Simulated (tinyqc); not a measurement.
Hubbard ring of 4 sites, step by step. Computed by tinyqc, a small Python program that keeps every step. Settings: hopping = 0.9, U = 6.8, mixing = 1, iteration cap = 55. Command: `OMP_NUM_THREADS=1 python tinyqc.py 26053 26054 out.jsonl` (the two numbers bound the seeds that draw the settings). One thread of a shared host (Intel(R) Xeon(R) Processor @ 2.60GHz), about 0.2 s of CPU time with the checks.

one-body matrix (hopping and site energies) (eV), order 1, 2, 3, 4:
```
[[0.640000, -0.900000, 0.000000, -0.900000],
 [-0.900000, 0.870000, -0.900000, 0.000000],
 [0.000000, -0.900000, 0.280000, -0.900000],
 [-0.900000, 0.000000, -0.900000, -0.040000]]
```

U = 6.800000 eV

electrons, up and down: [2, 2]

n(up) at the start (a guess, not normalised): [0.500000, 0.500000, 0.500000, 0.500000]

n(down) at the start (a guess): [0.500000, 0.500000, 0.500000, 0.500000]

Each step fills the lowest levels of T + U n(other spin) and sets n(new) = n + mixing (n(out) - n); stop when output and input agree to 1e-8.

Course of the cycle:
```
iteration       E (eV)  largest |n(out) - n(in)|  mean |n_up - n_down|
1           5.68777406                  2.64e-01              0.000000
2           8.36070262                  6.84e-01              0.000000
3           9.77965211                  8.84e-01              0.000000
4          12.21374448                  9.17e-01              0.000000
5          12.55427032                  9.28e-01              0.000000
6          12.75338736                  9.33e-01              0.000000
7          12.62762642                  9.34e-01              0.000000
8          12.76162156                  9.34e-01              0.000000
9          12.62857967                  9.34e-01              0.000000
10         12.76173056                  9.34e-01              0.000000
11         12.62859206                  9.34e-01              0.000000
...                ...                       ...                   ...
45         12.62859223                  9.34e-01              0.000000
46         12.76173201                  9.34e-01              0.000000
47         12.62859223                  9.34e-01              0.000000
48         12.76173201                  9.34e-01              0.000000
49         12.62859223                  9.34e-01              0.000000
50         12.76173201                  9.34e-01              0.000000
51         12.62859223                  9.34e-01              0.000000
52         12.76173201                  9.34e-01              0.000000
53         12.62859223                  9.34e-01              0.000000
54         12.76173201                  9.34e-01              0.000000
55         12.62859223                  9.34e-01              0.000000
```

Can the last value be used, and what does the course show?

Not by the stop rule. Not converged within 55 iterations: the residual has stopped falling: the iteration swings between two states. The lowest mean-field energy found from random starts is 0.82595 eV. Reruns (cap 100 unless said): mixing 0.2: not converged; mixing 0.5: not converged; mixing 0.9: not converged; the original settings with a cap of 400: not converged.
